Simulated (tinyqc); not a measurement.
The choice of windows: ionisation potential and affinity of a slab from the planar-averaged potential.

A model of the planar-averaged electrostatic energy of an electron in a periodic cell of N1 periods of A (L1 = N1 n1 h) and N2 periods of vacuum (L2 = N2 n2 h), on z_j = j h: V(z) = f VA + (1 - f) VB + F t(z), VA = V1[0] + V1[1] cos(2 pi z/(n1 h)) + V1[2] cos(4 pi z/(n1 h)), VB the same with V2, n2 and z - L1. f = [tanh(z/w) - tanh((z - L1)/w) + tanh((z - L1 - L2)/w)]/2 + 1/2; t(z) = z - L1/2 in A and (L1/L2)(L1 + L2/2 - z) beyond, so that the cell is periodic.

Running mean over n points, periodic: for odd n the plain mean of the n points centred on j; for even n the n + 1 points with half weight at both ends. The macroscopic average applies the mean over n1 points and then over n2 points.

Values chosen for the exercise (gap near that of GaAs; not measured data): h = 0.25 angstrom (grid step); n1 = 5 (grid points per period of A); n2 = 7 (grid points per period of the vacuum filter); N1 = 5 (periods of A); N2 = 5 (periods of vacuum); V1 = (-7.6, 1.25, -0.09) eV (mean and two harmonics of the potential in A); V2 = (0, 0, 0) eV (the same in vacuum); w = 0.46 angstrom (width of the interfaces); F = 0 eV/angstrom (slope in A from opposite charges on the two interfaces).

dV read at j = 12 and 42 after means over the numbers of points listed; ripple is the spread over the five points around each.

Results:

| windows | dV (eV) | ripple in A (meV) | ripple in vacuum (meV) |
|---|---|---|---|
| none | 8.639 | 2199 | 0 |
| 5 only | 7.600 | 0 | 0 |
| 7 only | 7.369 | 527 | 0 |
| 6 only | 7.465 | 307 | 0 |
| 6, 8 | 7.621 | 55 | 0 |
| 5, 7 | 7.600 | 2 | 0 |

Which rows can be used, and how does a wrong window show?

The last row matches both periods and lies 0 meV from the value of a thick cell, V2[0] - V1[0] = 7.600 eV. Against it the raw potential errs by +1.04 eV. Within 20 meV of it lie: 5 only. A window one point too long leaves a ripple of 307 meV in A, against 2 meV in the last row: the ripple is the sign to look for. Rows to use, with under 30 meV of ripple in both regions once the tilt is taken off: 5 only and 5, 7. A row with a large ripple can hit the right value only by chance.

Computed by tinyqc, a small Python program: `OMP_NUM_THREADS=1 python tinyqc.py 1850972 1850973 out.jsonl` (the numbers bound the seed that draws the inputs); one thread of a shared host (Intel(R) Xeon(R) Processor @ 2.30GHz), about 0.01 s for the whole set of steps.
